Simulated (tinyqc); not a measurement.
# Worked calculation: electron continuity equation in a given potential, Scharfetter-Gummel discretisation

Program tinyqc, `OMP_NUM_THREADS=1 python tinyqc.py 2220043 2220044 out.jsonl`; Intel Xeon 2.30GHz, shared host, one thread, about 0.01 s. Printed values are rounded.

Steady state in one dimension: J = q mu n E + q D dn/dx with E = -dpsi/dx and D = mu Vt, dJ/dx = q (n/tau - G), fixed densities nL and nR at the ends. The potential is given, psi = U x/L - Ub exp(-((x/L - xb)/sb)^2), and is not changed by the electrons.

Parameters, values chosen for the exercise; mobility close to that of silicon at room temperature:
```
symbol,value,unit,meaning
T,273,K,temperature
mu,1360,cm^2/(V s),electron mobility
L,4.2,um,length of the region
nL,7.2e14,cm^-3,density at x = 0
nR,0,cm^-3,density at x = L
tau,5.2e-10,s,lifetime
G,0,cm^-3 s^-1,uniform generation rate
U,-0.44,V,potential difference psi(L) - psi(0)
Ub,0.18,V,depth of the dip in psi (a barrier for electrons)
xb,0.33,,position of the barrier over L
sb,0.12,,width of the barrier over L
```

Constants: q = 1.602176634e-19 C, kB = 1.380649e-23 J/K, Vt = kB T/q. Results are converted to the units shown.

## Potential on the mesh

10 equal intervals, h = L/10; psi = U x/L - Ub exp(-((x/L - xb)/sb)^2).

psi, node 0 to 10 (V): [-0.0000935, -0.0485692, -0.1436647, -0.3010944, -0.3040831, -0.2441918, -0.2651393, -0.3080134, -0.3520000, -0.3960000, -0.4400000]

## Bernoulli factors

d_i = (psi_(i+1) - psi_i)/Vt; B(d) = d/(exp(d) - 1), B(0) = 1. The flux on interval i is J_i = (q D/h) [n_(i+1) B(d_i) - n_i B(-d_i)].

```
interval        d_i     B(d_i)      B(-d_i)
0         -2.060576   2.361369    0.3007925
1         -4.042259   4.114501   0.07224142
2         -6.691925   6.700239  0.008314271
3         -0.127043   1.064866    0.9378232
4          2.545823  0.2165972     2.762420
5         -0.890427   1.510428    0.6200012
6         -1.822463   2.173810    0.3513467
7         -1.869758   2.210537    0.3407784
8         -1.870324   2.210977    0.3406537
9         -1.870325   2.210979    0.3406533
```

The largest |d_i| is 6.69, above 2, where central differences lose the sign pattern that keeps densities positive.

## Tridiagonal system for the inner nodes

Row i (1 to 9): B(-d_(i-1)) n_(i-1) + b_i n_i + B(d_i) n_(i+1) = f_i with b_i = -B(-d_i) - B(d_(i-1)) - h^2/(D tau) and f_i = -G h^2/D; the known end values are moved to the right: f_1 loses B(-d_0) nL and f_9 loses B(d_9) nR. h = L/10, D = mu Vt.

```
node  diagonal b  right side f (cm^-3)
1      -2.539638          -2.165706e14
2      -4.228843                     0
3      -7.744091                     0
4      -3.933315                     0
5     -0.9426265                     0
6      -1.967803                     0
7      -2.620616                     0
8      -2.657218                     0
9      -2.657659                     0
```

## Densities and current

B(d_i) and B(-d_i) are the Bernoulli factors of the potential steps, b and f the diagonal and right side. Solve B(-d_(i-1)) n_(i-1) + b_i n_i + B(d_i) n_(i+1) = f_i (end values already in f), then J_i = (q D/h) [n_(i+1) B(d_i) - n_i B(-d_i)], h = L/10, D = mu Vt.

n, node 0 to 10 (cm^-3): [7.2e14, 8.770798e13, 1.501021e12, 1.706498e9, 6.905849e8, 5.151931e9, 1.952202e9, 2.977927e8, 4.275023e7, 5.479644e6, 0]
J, interval 0 to 9 (A/cm^2): [-1.154551, -0.019552, -0.000128, -0.000106, -0.000097, -0.000030, -0.000005, -0.000001, 0.000000, 0.000000]

Against a mesh 200 times finer the densities are off by at most 70 % of their local values.
